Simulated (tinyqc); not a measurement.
Four-point probe, van der Pauw, Hall and spreading-resistance readings of a semiconductor layer. From R_B back to side ratio a/b of the van der Pauw rectangle. Computed by tinyqc, a small Python program. Command: `OMP_NUM_THREADS=1 python tinyqc.py 3110619 3110620 out.jsonl probe inv`. One thread of a shared host (Intel(R) Xeon(R) Processor @ 2.30GHz), about 0.01 s of CPU time with the checks.

The layer is uniform and ohmic; contacts are points unless a radius is given.

Inputs (values chosen for the exercise, modelled on n-type silicon): carrier density n = 3.8e+19 1/cm^3; drift mobility mu = 99.4 cm^2/(V s); layer thickness t = 860 micrometre.

Backing of the layer: insulating.

Constants: e = 1.602176634e-19 C.

Method. rho = 1/(e n mu); R_s = rho/t. Thin rectangle with point contacts at the corners; for R_B current and voltage contacts lie along the two sides of length a, for R_A along those of length b: exp(-pi R_A/R_s) = (theta_4/theta_3)^4, exp(-pi R_B/R_s) = (theta_2/theta_3)^4 with q = exp(-pi a/b), theta_2 = 2 sum_(m>=0) q^((m + 1/2)^2), theta_3 = 1 + 2 sum_(m>=1) q^(m^2), theta_4 = 1 + 2 sum_(m>=1) (-1)^m q^(m^2).

Problem. A run gave the result below. Find the side ratio a/b of the van der Pauw rectangle, known to lie between 1.6 and 2.9.

R_B = 0.02860878 ohm

Solution.

Each step takes the trial c = (a f_b - b f_a)/(f_b - f_a), f being the result less the target and a, b, c the logarithms of the listed values; c replaces end b, the old b replaces a if the sign of f changed, and otherwise f_a is halved.

Scan of the range:

| side ratio a/b of the van der Pauw rectangle | R_B (ohm) |
|---|---|
| 1.60 | 0.0141032 |
| 1.77 | 0.0172389 |
| 1.95 | 0.0206169 |
| 2.15 | 0.0244101 |
| 2.38 | 0.0288000 |
| 2.63 | 0.0335885 |
| 2.90 | 0.0387691 |

False position (Illinois rule, in the logarithm of the input) inside the bracket:

| step | end a | end b | trial | R_B (ohm) |
|---|---|---|---|---|
| 1 | 2.15000 | 2.38000 | 2.36948 | 0.0285989 |
| 2 | 2.38000 | 2.36948 | 2.37000 | 0.0286088 |
| 3 | 2.38000 | 2.37000 | 2.37000 | 0.0286088 |
| 4 | 2.37000 | 2.37000 | 2.37000 | 0.0286088 |

R_B rises at every point of a 13-point scan of the range (every second point is shown), so one value fits; it is bracketed by 2.15 and 2.38. Answer: side ratio a/b of the van der Pauw rectangle = 2.370.
